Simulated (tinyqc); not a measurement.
# Single-photon avalanche diode, trigger probability and counting, step by step

tinyqc, about 0.01 s, one thread, Intel Xeon 2.30GHz (shared host): `OMP_NUM_THREADS=1 python tinyqc.py 2630021 2630022 out.jsonl` Printed values are rounded.

A multiplication layer of width W with the uniform field V/W; alpha = an exp(-bn/E) for electrons, beta = ap exp(-bp/E) for holes (local model, no dead space). a = alpha W, b = beta W. Electrons enter at x = 0, holes at x = W. P0 is the probability that an electron entering at 0 starts a lasting avalanche, PW the same for a hole entering at W.

Values chosen for this exercise; ionisation coefficients close to those of silicon:
- an = 7.19e5 1/cm (electron prefactor)
- bn = 1.24 MV/cm (electron field)
- ap = 1.56e6 1/cm (hole prefactor)
- bp = 2.08 MV/cm (hole field)
- W = 2 um (width of the multiplication layer)
- Vx = 5.4 V (excess bias)
- eta = 0.37 (probability that a photon makes a pair that enters the layer)
- Gd = 160 1/s (thermal generation rate in the layer)
- td = 50 ns (dead time)
- Cd = 25 fF (diode capacitance)
- Rq = 200 kohm (quench resistance)
- pa = 7.7e-8 (trapping probability per avalanche carrier)
- tt = 6.2 ns (trap release time)
- nph = 1.7e6 1/s (photon rate)

Constants: q = 1.602176634e-19 C. Results are converted to the units shown.

## Ionisation integrals at and above breakdown

breakdown voltage VB = 60.14389 V

Breakdown: ln(a/b) = a - b with a not equal to b. VB is given; V = VB + Vx.

E at VB = 0.3007195 MV/cm
a at VB = 2.327929
b at VB = 0.3092076
E at V = 0.3277195 MV/cm
a = 3.269704
b = 0.5466816

At VB, ln(a/b) = 2.019 equals a - b.

## Iteration 1: trigger probability by substitution

P0 at the start = 0.9

PW = 1 - (1 - P0)^(b/a); P0(new) = PW/(PW + (1 - PW) exp(b - a)).

PW = 0.3195379
P0 after iteration 1 = 0.8773021

## Iteration 2: trigger probability by substitution

As before.

PW = 0.2958630
P0 after iteration 2 = 0.8648237

## Course of the iteration: trigger probability by substitution

Stop when P0 changes by less than 1e-9, or after 400 iterations. The rule counts as met only at a root strictly between 0 and 1.

Course of the iteration:
```
iteration         P0  |change|
1          0.8773021    0.0227
2          0.8648237    0.0125
3          0.8581640   6.66e-3
4          0.8546512   3.51e-3
5          0.8528079   1.84e-3
6          0.8518431   9.65e-4
7          0.8513387   5.04e-4
8          0.8510751   2.64e-4
9          0.8509375   1.38e-4
...              ...       ...
20         0.8507872   1.08e-7
21         0.8507871   5.65e-8
22         0.8507871   2.95e-8
23         0.8507871   1.54e-8
24         0.8507871   8.04e-9
25         0.8507871   4.20e-9
26         0.8507871   2.19e-9
27         0.8507871   1.14e-9
28         0.8507871  5.98e-10
```

Converged in 28 iterations. At the end each change is about 0.52 times the one before: linear convergence.

## Detection, dark counts, afterpulses and dead-time loss

P0 = 0.8507871
Pm = 0.5818205

Pm is the mean trigger probability of pairs made evenly in the layer. PDP = eta P0; dark counts Gd Pm; avalanche charge Cd Vx/q; afterpulse probability pa (Cd Vx/q) exp(-td/tt) Pm; true rate n = nph PDP + dark counts; measured n/(1 + n td) (non-paralysable) or n exp(-n td) (paralysable); recharge time Rq Cd.

PDP = 0.3147912
dark counts = 93.09129 1/s
avalanche charge = 8.426037e5 electrons
afterpulse probability = 0.001187212 %
true rate = 5.352382e5 1/s
measured, non-paralysable = 5.212875e5 1/s
measured, paralysable = 5.211041e5 1/s
recharge time = 5 ns

Dead time hides 2.6 % of the events in the first model and 2.6 % in the second.
